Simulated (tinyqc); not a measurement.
Changing the temperature T: heavy doping: band filling, gap narrowing, band tails and the effective intrinsic density. Computed by tinyqc, a small Python program. Command: `OMP_NUM_THREADS=1 python tinyqc.py 3022310 3022311 out.jsonl gapnarrow sweep`. One thread of a shared host (Intel(R) Xeon(R) Processor @ 2.30GHz), about 0.05 s of CPU time with the checks.

An n-type crystal above its Mott density, with all dopants ionised: n = N_D - N_A, ionised centres N_I = N_D + N_A. Valleys are taken as spherical with mass m_e.

Inputs (values chosen for the exercise, for a model semiconductor):
```
quantity                      value   unit
gap E_g                        5.96     eV
electron mass m_e             0.361    m_0
valleys M_c                       1      -
hole mass m_h                     2    m_0
dielectric constant eps        10.3      -
donor density N_D           8.4e+19  cm^-3
compensation ratio N_A/N_D      0.5      -
```

Conduction band: parabolic.

Constants: a_0 = 0.529177210903 angstrom; Ry = 13.605693123 eV; k_B = 8.617333262e-05 eV/K; hbar^2/(2 m_0) = 3.80998212 eV angstrom^2; e = 1.602176634e-19 C; eps_0 = 8.8541878128e-12 F/m; e^2/(4 pi eps_0) = 14.39964548 eV angstrom.

Method:
- n = N_D (1 - ratio); Ry* = Ry m_e/eps^2, a* = a_0 eps/m_e; r_s = (3/(4 pi n))^(1/3)/a*; k_F = (3 pi^2 n/M_c)^(1/3); Mott density (0.26/a*)^3.
- n = M_c (1/(2 pi^2)) (m_e/(hbar^2/2m_0))^(3/2) int sqrt(E) f dE, f = 1/(1 + exp((E - E_F)/k_B T)); trapezoid rule in t = sqrt(E/k_B T), step 0.02 up to 12; E_F by bisection from the band edge.
- At T = 0, E_F = (hbar^2/2m_0) k_F^2/m_e; dn/dE_F uses f (1 - f)/k_B T in place of f.
- Screening: q^2 = (e/(eps eps_0)) dn/dE_F. Exchange lowers the conduction band by (1/pi) k_F e^2/(4 pi eps_0 eps) (T = 0 Hartree-Fock at k_F, taken as a rigid shift). Screening raises the valence band by (q/2) e^2/(4 pi eps_0 eps) (static Coulomb hole). The narrowing is the sum; electron correlation and carrier-ion shifts are left out. Root-mean-square potential of randomly placed ions: V_rms = (e^2/(4 pi eps_0 eps)) sqrt(2 pi N_I/q).
- Absorption edge of a direct gap, from the valence band at k_F (T = 0 value) to the Fermi level: E_g - narrowing + E_F + (hbar^2/2m_0) k_F^2/m_h, k_F = (3 pi^2 n)^(1/3); the shift is the edge less E_g. n p/n_i^2 = exp(narrowing/k_B T) x (n/N) exp(-E_F/k_B T), N being the limit of n exp(-E_F/k_B T) far below the edge (taken at E_F = -12 k_B T); apparent narrowing = k_B T ln(n p/n_i^2).

One run for each value; columns: (1) temperature T (K); (2) E_F above the band edge (meV); (3) screening length 1/q (angstrom); (4) apparent narrowing (meV); (5) gap narrowing (meV):
```
(1)     (2)     (3)     (4)     (5)
60   121.87  10.509  15.551  114.37
83   121.70  10.516  21.024  114.33
120  121.32  10.533  28.242  114.22
160  120.74  10.560  34.484  114.05
220  119.52  10.620  41.717  113.68
310  116.80  10.760  49.294  112.82
430  111.35  11.033  55.572  111.21
```

Over the rows, E_F above the band edge (meV) falls from 122 to 111 (exponent d ln y / d ln x -0.0042 between the first rows and -0.15 between the last); screening length 1/q (angstrom) rises from 10.5 to 11.0 (exponent d ln y / d ln x 0.0021 between the first rows and 0.077 between the last); apparent narrowing (meV) rises from 15.6 to 55.6 (exponent d ln y / d ln x 0.93 between the first rows and 0.37 between the last). At the low end the exponent of screening length 1/q is 0.00, close to 0: degenerate screening does not depend on T.  Left out: 600 (E_F is less than 2 k_B T above the edge).

Caution (all rows): V_rms exceeds both E_F and k_B T, so band tails reshape the edge. Caution (rows 60.0, 83.0, 120, 160): the screening length is well below a*, where static Thomas-Fermi screening overstates the Coulomb hole.
